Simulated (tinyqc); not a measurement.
Tunnelling through a gate dielectric, WKB transmission and Tsu-Esaki current: two steps of the calculation.

Electrons leave the emitter at x = 0. Energies E (motion across the layers) are in eV from the emitter Fermi level; the collector Fermi level lies at -V and offers states at every E. No charge in the dielectric and no image force: F1 = V/t1, U = phi1 - F1 x. With C = hbar^2/(2 m0), kappa = sqrt(m (U - E)/C) where U > E and 0 elsewhere; T(E) = exp(-S), S = 2 times the integral of kappa over x.

Values chosen for this exercise; dielectric values close to those of silicon dioxide: temperature T = 300 K; Fermi energy of the emitter above its band bottom Ef = 2.6 eV; emitter mass in the supply function me = 1 m0; barrier of layer 1 above the emitter Fermi level at zero bias phi1 = 3.05 eV; tunnelling mass of layer 1 m1 = 0.48 m0; thickness of layer 1 t1 = 4.7 nm; voltage across the dielectric V = 5.9 V; energy of the electron followed E = 0.17 eV; lower end of the energy grid Ea = -0.71 eV; upper end of the energy grid Eb = 0.31 eV; points of the energy grid nE = 9.

Constants: q = 1.602176634e-19 C, kB = 1.380649e-23 J/K, hbar = 1.054571817e-34 J s, m0 = 9.1093837015e-31 kg, Vt = kB T/q, hbar^2/(2 m0) = 0.0380998212 eV nm^2. Results are converted to the units shown.

Problem 1. WKB exponent in closed form. Each layer adds (2/F) sqrt(m/C) [G(u at its left edge) - G(u at its right edge)] to S, with u = U - E (0 where negative) and G(u) = (2/3) u^1.5. The slope follows from 1/d = -dS/dE.

Wanted: S; T(E); energy d over which T(E) grows by a factor e.

Solution 1.

S = 18.426
T(E) = 9.9464e-9
energy d over which T(E) grows by a factor e = 0.10420 eV

The midpoint rule gives S = 17.128, so its T(E) is 3.66 times this value. The band edge of layer 1 drops below E inside the layer: the barrier there is triangular (the Fowler-Nordheim case).

Problem 2. Current density on a coarse energy grid. J = J0 times the integral of T(E) N(E) dE, N = ln[(1 + exp(-E/Vt))/(1 + exp((-E - V)/Vt))], J0 = q^2 me m0 kB T/(2 pi^2 hbar^3) (times 1e-4 for A/cm^2 per eV), by Simpson's rule on nE equally spaced points from Ea to Eb.

Give: E; T(E); N; T(E) N; J0; J.

Solution 2.

```
point   E (eV)       T(E)         N     T(E) N
0      -0.7100  1.155e-12     27.46  3.172e-11
1      -0.5825  4.620e-12     22.53  1.041e-10
2      -0.4550  1.804e-11     17.60  3.174e-10
3      -0.3275  6.871e-11     12.67  8.704e-10
4      -0.2000  2.553e-10     7.737   1.975e-9
5      -0.0725  9.246e-10     2.863   2.647e-9
6       0.0550   3.263e-9    0.1126  3.673e-10
7       0.1825   1.121e-8  8.589e-4  9.631e-12
8       0.3100   3.750e-8  6.198e-6  2.324e-13
```

J0 = 4.184e8 A/(cm^2 eV)
J = 0.3534 A/cm^2

The integrand peaks at E = -0.0725 eV among these points.

Range of the model: The field of 12.6 MV/cm is more than most gate dielectrics sustain; the model ignores breakdown.

Program tinyqc, `OMP_NUM_THREADS=1 python tinyqc.py 2540145 2540146 out.jsonl`; Intel Xeon 2.30GHz, shared host, one thread, about 0.04 s.
